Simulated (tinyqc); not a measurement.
Worked calculation: Hueckel theory of the pi electrons, for the molecule c1ccc2cc3ncccc3cc2c1 (SMILES; centres numbered as the heavy atoms are written). One step of it, computed by the program tinyqc.

Question. Orbitals. Diagonalise; E = alpha + x beta with beta < 0, so the largest x are filled first; degenerate levels share their electrons. P = sum n_i c_ri c_si; each orbital has its largest coefficient positive (the first on a tie).

Hueckel matrix in units of beta (H = alpha + beta A):
```
           1C        2C        3C        4C        5C        6C        7N        8C
1C   0.000000  1.000000  0.000000  0.000000  0.000000  0.000000  0.000000  0.000000
2C   1.000000  0.000000  1.000000  0.000000  0.000000  0.000000  0.000000  0.000000
3C   0.000000  1.000000  0.000000  1.000000  0.000000  0.000000  0.000000  0.000000
4C   0.000000  0.000000  1.000000  0.000000  1.000000  0.000000  0.000000  0.000000
5C   0.000000  0.000000  0.000000  1.000000  0.000000  1.000000  0.000000  0.000000
6C   0.000000  0.000000  0.000000  0.000000  1.000000  0.000000  1.000000  0.000000
7N   0.000000  0.000000  0.000000  0.000000  0.000000  1.000000  0.500000  1.000000
8C   0.000000  0.000000  0.000000  0.000000  0.000000  0.000000  1.000000  0.000000
9C   0.000000  0.000000  0.000000  0.000000  0.000000  0.000000  0.000000  1.000000
10C  0.000000  0.000000  0.000000  0.000000  0.000000  0.000000  0.000000  0.000000
11C  0.000000  0.000000  0.000000  0.000000  0.000000  1.000000  0.000000  0.000000
12C  0.000000  0.000000  0.000000  0.000000  0.000000  0.000000  0.000000  0.000000
13C  0.000000  0.000000  0.000000  1.000000  0.000000  0.000000  0.000000  0.000000
14C  1.000000  0.000000  0.000000  0.000000  0.000000  0.000000  0.000000  0.000000

           9C       10C       11C       12C       13C       14C
1C   0.000000  0.000000  0.000000  0.000000  0.000000  1.000000
2C   0.000000  0.000000  0.000000  0.000000  0.000000  0.000000
3C   0.000000  0.000000  0.000000  0.000000  0.000000  0.000000
4C   0.000000  0.000000  0.000000  0.000000  1.000000  0.000000
5C   0.000000  0.000000  0.000000  0.000000  0.000000  0.000000
6C   0.000000  0.000000  1.000000  0.000000  0.000000  0.000000
7N   0.000000  0.000000  0.000000  0.000000  0.000000  0.000000
8C   1.000000  0.000000  0.000000  0.000000  0.000000  0.000000
9C   0.000000  1.000000  0.000000  0.000000  0.000000  0.000000
10C  1.000000  0.000000  1.000000  0.000000  0.000000  0.000000
11C  0.000000  1.000000  0.000000  1.000000  0.000000  0.000000
12C  0.000000  0.000000  1.000000  0.000000  1.000000  0.000000
13C  0.000000  0.000000  0.000000  1.000000  0.000000  1.000000
14C  0.000000  0.000000  0.000000  0.000000  1.000000  0.000000
```

pi electrons, sum of z_r less the charge = 14

Give: x values; occupations; coefficients; charge and bond-order matrix P.

Answer.

x values: 2.447  2.053  1.482  1.414  1.080  1.000  0.459  -0.364  -0.921  -1.000  -1.373  -1.414  -1.966  -2.397

occupations: 2.000  2.000  2.000  2.000  2.000  2.000  2.000  0.000  0.000  0.000  0.000  0.000  0.000  0.000

coefficients:
```
       MO1     MO2     MO3     MO4     MO5     MO6     MO7     MO8
1C   0.131  -0.285  -0.152   0.408  -0.169   0.354   0.243   0.192
2C   0.132  -0.282  -0.300   0.289   0.230   0.354  -0.222   0.216
3C   0.191  -0.294  -0.292   0.000   0.418   0.000  -0.345  -0.270
4C   0.336  -0.322  -0.133  -0.289   0.222  -0.354   0.064  -0.117
5C   0.299  -0.031  -0.167  -0.408   0.098   0.000   0.464   0.401
6C   0.397   0.259  -0.114  -0.289  -0.115   0.354   0.149  -0.028
7N   0.303   0.359  -0.403   0.000  -0.383   0.000  -0.284  -0.320
8C   0.193   0.298  -0.281   0.289  -0.107  -0.354  -0.137   0.305
9C   0.168   0.254  -0.014   0.408   0.268  -0.354   0.221   0.209
10C  0.220   0.222   0.261   0.289   0.396   0.000   0.239  -0.381
11C  0.369   0.203   0.400   0.000   0.161   0.354  -0.112  -0.070
12C  0.286  -0.065   0.447   0.000  -0.108   0.000  -0.439   0.435
13C  0.332  -0.336   0.262   0.000  -0.277  -0.354  -0.090  -0.088
14C  0.189  -0.302   0.074   0.289  -0.413   0.000   0.334  -0.286

        MO9    MO10    MO11    MO12    MO13    MO14
1C   -0.231   0.354   0.077   0.408  -0.291   0.164
2C   -0.191  -0.354  -0.314  -0.289   0.293  -0.164
3C    0.407   0.000   0.354   0.000  -0.285   0.228
4C   -0.184   0.354  -0.172   0.289   0.268  -0.383
5C   -0.097   0.000   0.245  -0.408   0.015   0.304
6C    0.273  -0.354  -0.165   0.289  -0.297  -0.346
7N   -0.379   0.000   0.251   0.000   0.231   0.163
8C    0.266   0.354  -0.306  -0.289  -0.273  -0.127
9C    0.134  -0.354   0.169   0.408   0.305   0.140
10C  -0.390   0.000   0.074  -0.289  -0.327  -0.210
11C   0.224   0.354  -0.271   0.000   0.339   0.362
12C  -0.090   0.000   0.462   0.000  -0.042  -0.312
13C  -0.141  -0.354  -0.363   0.000  -0.257   0.386
14C   0.404   0.000   0.209  -0.289   0.278  -0.229
```

charge and bond-order matrix P:
```
         1C      2C      3C      4C      5C      6C      7N      8C
1C    1.002   0.586  -0.003  -0.218   0.006   0.117  -0.010  -0.078
2C    0.586   0.995   0.737   0.006  -0.201  -0.009   0.069  -0.021
3C   -0.003   0.737   1.004   0.536  -0.009  -0.133   0.015   0.067
4C   -0.218   0.006   0.536   0.991   0.604   0.015  -0.127   0.030
5C    0.006  -0.201  -0.009   0.604   1.021   0.611  -0.046  -0.194
6C    0.117  -0.009  -0.133   0.015   0.611   0.963   0.522  -0.061
7N   -0.010   0.069   0.015  -0.127  -0.046   0.522   1.221   0.718
8C   -0.078  -0.021   0.067   0.030  -0.194  -0.061   0.718   0.888
9C    0.004  -0.080  -0.006   0.115   0.015  -0.213  -0.036   0.592
10C   0.069   0.019  -0.033  -0.025   0.095   0.043  -0.357   0.087
11C   0.000   0.116  -0.001  -0.182   0.003   0.486  -0.013  -0.216
12C  -0.201  -0.010   0.100   0.012  -0.402  -0.014   0.099  -0.036
13C  -0.002  -0.217   0.002   0.485  -0.006  -0.183   0.012   0.114
14C   0.737   0.004  -0.368  -0.005   0.101   0.005  -0.035   0.014

         9C     10C     11C     12C     13C     14C
1C    0.004   0.069   0.000  -0.201  -0.002   0.737
2C   -0.080   0.019   0.116  -0.010  -0.217   0.004
3C   -0.006  -0.033  -0.001   0.100   0.002  -0.368
4C    0.115  -0.025  -0.182   0.012   0.485  -0.005
5C    0.015   0.095   0.003  -0.402  -0.006   0.101
6C   -0.213   0.043   0.486  -0.014  -0.183   0.005
7N   -0.036  -0.357  -0.013   0.099   0.012  -0.035
8C    0.592   0.087  -0.216  -0.036   0.114   0.014
9C    1.011   0.733   0.003  -0.201  -0.004   0.070
10C   0.733   0.926   0.535   0.035  -0.130  -0.014
11C   0.003   0.535   1.001   0.606  -0.001  -0.131
12C  -0.201   0.035   0.606   0.980   0.606   0.009
13C  -0.004  -0.130  -0.001   0.606   1.002   0.535
14C   0.070  -0.014  -0.131   0.009   0.535   0.996
```
